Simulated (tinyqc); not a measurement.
Koster-Slater impurity in a tight-binding band, by Green functions and by supercells: one step, computed by the program tinyqc. Command: `OMP_NUM_THREADS=1 python tinyqc.py 3003393 3003394 out.jsonl kosterslater walk`. One thread of a shared host (Intel(R) Xeon(R) Processor @ 2.30GHz), about 0.03 s of CPU time with the checks.

One orbital per site, e(k) = -2 t sum cos(k_i) over 2 direction(s), band from -4 t to 4 t, lattice constant 1. One site has the extra energy U. Spin is left out.

Problem. The supercell Hamiltonian at Gamma. H_ij = -t for each bond from i to j, images included (two bonds add when N = 2); H_11 = U; sites are numbered with the last coordinate running fastest. Diagonalise.

Inputs (values chosen for the exercise, for a model band): hopping t = 0.8 eV; impurity potential U = -5.19 eV; supercell edge N = 2 sites.

Lattice: square.

Give: H; levels.

Solution.

H (eV):
$$\begin{pmatrix}
-5.19 & -1.60 & -1.60 & 0.00 \\
-1.60 & 0.00 & 0.00 & -1.60 \\
-1.60 & 0.00 & 0.00 & -1.60 \\
0.00 & -1.60 & -1.60 & 0.00
\end{pmatrix}$$

levels (eV): [-6.152, -1.652, 0.000, 2.614]
